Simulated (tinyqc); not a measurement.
# From one set of inputs to another, one input at a time

Model: thermal, flicker and telegraph noise of a field-effect transistor. Computed by tinyqc, a small Python program. Command: `OMP_NUM_THREADS=1 python tinyqc.py 3005280 3005281 out.jsonl noise ladder`. One thread of a shared host (Intel(R) Xeon(R) Processor @ 2.30GHz), about 0.01 s of CPU time with the checks.

Strong inversion, threshold roll-off and channel-length modulation left out; noise sources are uncorrelated and are given as one-sided spectral densities.

The inputs printed are set A. Set A is modelled on a silicon n-channel; the values taken over come from a set modelled on a high-k silicon transistor. Inputs not listed in the table keep their values of set A, so the rows need not describe a real material.

Inputs (values chosen for the exercise, modelled on a silicon n-channel):
```
quantity                                   value         unit
width W                                      1.1   micrometre
length L                                     140           nm
electrical oxide thickness t                 1.5           nm
mobility mu                                  160   cm^2/(V s)
saturation velocity v_s                      1.1     1e7 cm/s
overdrive V_ov                               0.5            V
thermal noise factor gamma                     1            -
oxide trap density N_t                   6.4e+16  1/(eV cm^3)
oxide barrier phi                            2.2           eV
oxide mass m_ox                             0.35          m_0
Coulomb scattering coefficient alpha_sc    34000        V s/C
frequency f                                 8000           Hz
temperature T                                300            K
```

Operating region: saturation. Flicker model: number with correlated mobility.

Constants: eps_0 = 8.8541878128e-12 F/m; hbar = 1.054571817e-34 J s; m_0 = 9.1093837015e-31 kg; e = 1.602176634e-19 C; k_B = 8.617333262e-05 eV/K; k_B = 1.380649e-23 J/K.

Method:
- C_ox = 3.9 eps_0/t; V_c = 2 v_s L/mu; I = W C_ox v_s V_ov^2/(V_ov + V_c); g_m = W C_ox v_s V_ov (V_ov + 2 V_c)/(V_ov + V_c)^2; g_d0 = mu C_ox (W/L) V_ov.
- Tunnelling length lambda = hbar/(2 sqrt(2 m_ox phi)); flat-band noise S_Vfb = e^2 k_B T lambda N_t/(W L C_ox^2 f). S_I = g_m^2 S_Vfb (1 + alpha_sc mu C_ox I/g_m)^2.
- Thermal: S_I = 4 k_B T gamma g_d0; input-referred S_V = S_I/g_m^2; corner f_c where flicker equals thermal.
- Total input noise from 1 Hz to f_c: sqrt(S_V,thermal [f_c ln(f_c/1 Hz) + f_c - 1 Hz]).

Each row keeps all changes above it:
```
input moved                              from       to  input-referred thermal noise (nV/sqrt(Hz))  input noise up to f_c (microvolt)  g_m (microsiemens)
set A                                       -        -                                      4.7526                             147.98                1030
length L (nm)                             140      130                                      4.6847                             154.86                1085
overdrive V_ov (V)                        0.5     0.36                                      5.0390                             116.54                 856
width W (micrometre)                      1.1       11                                      1.5935                              36.85                8556
mobility mu (cm^2/(V s))                  160      230                                      1.4722                              50.53               11104
oxide trap density N_t (1/(eV cm^3))  6.4e+16  2.6e+17                                      1.4722                             105.55               11104
temperature T (K)                         300      400                                      1.7000                             121.88               11104
electrical oxide thickness t (nm)         1.5      1.4                                      1.6423                             120.25               11897
```

Where does the difference come from?

Input-referred thermal noise goes from 4.75 to 1.64, a factor 0.346 in all. The largest single move comes from width W (a factor 0.316), and temperature T works against it (a factor 1.15). Input noise up to f_c goes from 148 to 120, a factor 0.813 in all. The largest single move comes from width W (a factor 0.316), and oxide trap density N_t works against it (a factor 2.09). g_m goes from 1030 to 11900, a factor 11.5 in all. The largest single move comes from width W (a factor 10.0), and overdrive V_ov works against it (a factor 0.789). The single moves hold for this order of the switches; the total does not depend on the order.

Caution (rows set A, length L, overdrive V_ov, width W, mobility mu): fewer than one trap per decade of time constant is active, so one device shows telegraph steps and the 1/f law is only a mean over many devices.

Extremes, crossings and ranges named in words are read from the listed rows.
